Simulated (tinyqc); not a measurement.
# Layer from its matrix

Inverse problem. For (psi, psi'/m) a flat barrier below its edge has M = [[cosh Kd, (m/K) sinh Kd], [(K/m) sinh Kd, cosh Kd]], K = sqrt(m (U - E)/C), C = hbar^2/(2 m0). Its width is d = 0.7 nm. Find K, m and U.

Values chosen for this exercise:
```
symbol,value,unit,meaning
E,0.198,eV,electron energy
```

Constants: q = 1.602176634e-19 C, hbar = 1.054571817e-34 J s, m0 = 9.1093837015e-31 kg, hbar^2/(2 m0) = 0.0380998212 eV nm^2. Results are converted to the units shown.

M of the layer (M12 in nm, M21 in 1/nm):
```
,1,2
1,1.7613941,0.23489257
2,8.9509400,1.7613941
```

Answer. K = arcosh(M11)/d, m/K = sqrt(M12/M21), and U = E + C K^2/m.

K = 1.667 1/nm
m = 0.2700 m0
U = 0.5900 eV

Numbers from tinyqc (`OMP_NUM_THREADS=1 python tinyqc.py 2560042 2560043 out.jsonl`; about 0.06 s on one thread of a shared Intel Xeon 2.30GHz).
